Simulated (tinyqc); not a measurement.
What each input does: propagation of a band-gap error through k.p and effective-mass formulas.

Chain, for a gap E (the reference Eg or another value), with Ep and Dso kept: 1/me = 1 + Ep (E + 2 Dso/3)/(E (E + Dso)); g* = 2 - 2 Ep Dso/(3 E (E + Dso)); g1(E) = g1 + (Ep/3)(1/E - 1/Eg), g2(E) = g2 + (Ep/6)(1/E - 1/Eg), light hole 1/(g1 + 2 g2), heavy hole 1/(g1 - 2 g2) along [100]; optical constant ei(E) = 1 + (ei - 1)(EP/(EP + E - Eg))^2, static e0(E) = ei(E) + e0 - ei.

Donor: R = Ry me/e0^2, a_B = a0 e0/me, Mott density (0.26/a_B)^3. Nc, Nv = 2 (m kT/(4 pi c))^(3/2), c = hbar^2/2m0, ni = sqrt(Nc Nv) exp(-E/2kT). Exciton: Ry mu/e0^2 with 1/mu = 1/me + g1(E). 1 angstrom^-3 = 1e24 cm^-3.

Constants: Ry = 13.60569312 eV; a0 (Bohr radius) = 0.5291772105 angstrom; kB = 8.617333262e-05 eV/K; hbar^2/2m0 = 3.80998211 eV angstrom^2.

Values chosen for the exercise (reference values near those of GaAs, gap at low temperature; not measured data): Eg = 1.494 eV (gap at Gamma to the s-like level); Dso = 0.346 eV (spin-orbit splitting); Ep = 26.2 eV (Kane energy); g1 = 7.01 (Luttinger gamma1); g2 = 2.06 (gamma2); e0 = 12.86 (static dielectric constant); ei = 10.83 (optical dielectric constant); EP = 5.25 eV (mean (Penn) gap); mh = 0.41 m0 (density-of-states mass of the holes); T = 400 K (temperature); Eg2 = 0.672 eV (a wrong gap, of the size a semi-local functional can give).

All at E = Eg2.

One parameter was then changed.

Results before and after:

| case | me (m0) | light hole (m0) | e0 | donor (meV) | exciton (meV) | log10 ni |
|---|---|---|---|---|---|---|
| base | 0.0281 | 0.0393 | 16.85 | 1.347 | 0.964 | 13.900 |
| changed | 0.0281 | 0.0393 | 16.85 | 1.347 | 0.964 | 14.264 |

Which of these changes was made? (a) g1 = 7.571; (b) T = 432 K; (c) Ep = 24.104 eV; (d) Eg2 = 0.618 eV; (e) EP = 4.83 eV; (f) mh = 0.443 m0; (g) ei = 11.696; (h) Dso = 0.374 eV.

Answer: (b) T = 432 K. Of the candidates, run in turn, only this one gives the changed row.

All candidates:

| case | me (m0) | light hole (m0) | e0 | donor (meV) | exciton (meV) | log10 ni |
|---|---|---|---|---|---|---|
| base | 0.0281 | 0.0393 | 16.85 | 1.347 | 0.964 | 13.900 |
| Eg2 = 0.618 eV | 0.0261 | 0.0361 | 17.19 | 1.201 | 0.859 | 14.216 |
| Dso = 0.374 eV | 0.0283 | 0.0393 | 16.85 | 1.356 | 0.968 | 13.902 |
| Ep = 24.104 eV | 0.0305 | 0.0412 | 16.85 | 1.461 | 1.033 | 13.926 |
| g1 = 7.571 | 0.0281 | 0.0385 | 16.85 | 1.347 | 0.953 | 13.900 |
| EP = 4.83 eV | 0.0281 | 0.0393 | 17.31 | 1.277 | 0.914 | 13.900 |
| ei = 11.696 | 0.0281 | 0.0393 | 17.20 | 1.293 | 0.925 | 13.900 |
| mh = 0.443 m0 | 0.0281 | 0.0393 | 16.85 | 1.347 | 0.964 | 13.925 |
| T = 432 K | 0.0281 | 0.0393 | 16.85 | 1.347 | 0.964 | 14.264 |

tinyqc: `OMP_NUM_THREADS=1 python tinyqc.py 1850206 1850207 out.jsonl`; about 0.01 s, one thread, shared Intel(R) Xeon(R) Processor @ 2.30GHz.
